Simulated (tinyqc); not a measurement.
Composition and strain of an epitaxial Si(1-x)Ge(x) layer from Raman and X-ray peaks: one step, computed by the program tinyqc. Command: `OMP_NUM_THREADS=1 python tinyqc.py 3005531 3005532 out.jsonl epiraman walk`. One thread of a shared host (Intel(R) Xeon(R) Processor @ 2.30GHz), about 0.01 s of CPU time with the checks.

A (001) layer, biaxially strained in the plane. The Raman peaks follow empirical lines omega = w0 + c1 x + c3 x^3 + b eps (c3 for Si-Ge alone), with eps the in-plane strain.

Task: Lattice constants and strain. Relaxed lattice constant a(x) = a_Si + (a_Ge - a_Si) x - B x (1 - x). In-plane constant a_par = a_sub + R (a(x) - a_sub); eps = a_par/a(x) - 1; eps_perp = -(2 C12/C11) eps with 2 C12/C11 linear in x; a_perp = a(x) (1 + eps_perp). The buffer has a_sub = a(y).

Inputs (values chosen for the exercise, modelled on silicon-germanium): Ge fraction x = 0.8; degree of relaxation R = 0; Ge fraction y of the buffer = 0.65; lattice constant of Si = 5.431 angstrom; lattice constant of Ge = 5.658 angstrom; bowing B = 0.027 angstrom; 2 C12/C11 of Si = 0.768; 2 C12/C11 of Ge = 0.755.

Substrate: relaxed alloy buffer.

Give: relaxed constant a(x); substrate constant a_sub; a_par; in-plane strain eps; strain along the normal; a_perp.

Result:

relaxed constant a(x) = 5.60828 angstrom

substrate constant a_sub = 5.572 angstrom

a_par = 5.572 angstrom

in-plane strain eps = -6.396 per mille

strain along the normal = 4.846 per mille

a_perp = 5.635 angstrom

The layer is under compression in the plane and is stretched along the normal.
